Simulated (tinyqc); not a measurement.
The choice of windows: ionisation potential and affinity of a slab from the planar-averaged potential.

A model of the planar-averaged electrostatic energy of an electron in a periodic cell of N1 periods of A (L1 = N1 n1 h) and N2 periods of vacuum (L2 = N2 n2 h), on z_j = j h: V(z) = f VA + (1 - f) VB + F t(z), VA = V1[0] + V1[1] cos(2 pi z/(n1 h)) + V1[2] cos(4 pi z/(n1 h)), VB the same with V2, n2 and z - L1. f = [tanh(z/w) - tanh((z - L1)/w) + tanh((z - L1 - L2)/w)]/2 + 1/2; t(z) = z - L1/2 in A and (L1/L2)(L1 + L2/2 - z) beyond, so that the cell is periodic.

Running mean over n points, periodic: for odd n the plain mean of the n points centred on j; for even n the n + 1 points with half weight at both ends. The macroscopic average applies the mean over n1 points and then over n2 points.

Values chosen for the exercise (gap near that of Si; shifted at random, so the results belong to these values and not to a real crystal):
```
symbol  value                unit         meaning
h       0.35                 angstrom     grid step
n1      6                                 grid points per period of A
n2      7                                 grid points per period of the vacuum filter
N1      4                                 periods of A
N2      4                                 periods of vacuum
V1      (-9.28, 4.65, 0.98)  eV           mean and two harmonics of the potential in A
V2      (0, 0, 0)            eV           the same in vacuum
w       0.44                 angstrom     width of the interfaces
F       0.021                eV/angstrom  slope in A from opposite charges on the two interfaces
```

dV read at j = 12 and 38 after means over the numbers of points listed; ripple is the spread over the five points around each.

Results:
```
windows  dV (eV)  ripple in A (meV)  ripple in vacuum (meV)
none       3.650               8460                      25
6 only     9.280                 29                      25
7 only     9.804                801                      25
7, 8       9.147                213                      25
6, 7       9.280                 29                      25
```

Which rows can be used, and how does a wrong window show?

The last row matches both periods and lies 0 meV from the value of a thick cell, V2[0] - V1[0] = 9.280 eV. Against it the raw potential errs by -5.63 eV. Within 20 meV of it lie: 6 only. A window one point too long leaves a ripple of 801 meV in A, against 29 meV in the last row (of which the slope F makes 29 meV): the ripple is the sign to look for. Rows to use, with under 30 meV of ripple in both regions once the tilt is taken off: 6 only and 6, 7. A row with a large ripple can hit the right value only by chance.

Computed by tinyqc, a small Python program: `OMP_NUM_THREADS=1 python tinyqc.py 1850117 1850118 out.jsonl` (the numbers bound the seed that draws the inputs); one thread of a shared host (Intel(R) Xeon(R) Processor @ 2.30GHz), about 0.01 s for the whole set of steps.
